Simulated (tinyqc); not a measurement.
Geometry optimisation on the RHF/sto-6g surface (energies and gradients from PySCF), for H2, spin multiplicity 1, step by step. Computed by tinyqc, a small Python program that keeps every step (integrals from PySCF). Settings: charge = 0, multiplicity = 1, basis = sto-6g, optimiser = sd, first Hessian = 1.0, largest step = 0.1, iteration cap = 30. Command: `OMP_NUM_THREADS=1 python tinyqc.py 26699 26700 out.jsonl` (the two numbers bound the seeds that draw the settings). One thread of a shared host (Intel(R) Xeon(R) Processor @ 2.60GHz), about 0.1 s of CPU time with the checks.

## Step 1: energy and gradient

positions at the start (bohr):
```
           x         y         z
1H  0.000000  0.000000  0.000000
2H  0.000000  0.000000  1.479656
```

Self-consistent energy and analytic gradient at these positions.

energy = -1.12150521 hartree

gradient (hartree/bohr):
```
             x           y            z
1H  0.00000000  0.00000000  -0.06427057
2H  0.00000000  0.00000000   0.06427057
```

## Step 1: move

Steepest descent, p = -g / 1; steps longer than 0.1 bohr are cut back.

positions after step 1 (bohr):
```
           x         y         z
1H  0.000000  0.000000  0.064271
2H  0.000000  0.000000  1.415385
```

## Step 2: energy and gradient

As before.

energy = -1.12619605 hartree

gradient (hartree/bohr):
```
             x           y            z
1H  0.00000000  0.00000000  -0.00479166
2H  0.00000000  0.00000000   0.00479166
```

## Step 2: move

As before.

positions after step 2 (bohr):
```
           x         y         z
1H  0.000000  0.000000  0.069062
2H  0.000000  0.000000  1.410593
```

## Convergence

Stop when the largest gradient component is below 3e-5 hartree/bohr.

Course of the optimisation:
```
step  E (hartree)  largest gradient (hartree/bohr)
1     -1.12150521                         6.43e-02
2     -1.12619605                         4.79e-03
3     -1.12621597                         6.63e-04
4     -1.12621634                         1.01e-04
5     -1.12621635                         1.53e-05
```

Final distances (angstrom):
```
pair   distance
2H-1H  0.710502
```

Converged in 5 steps.
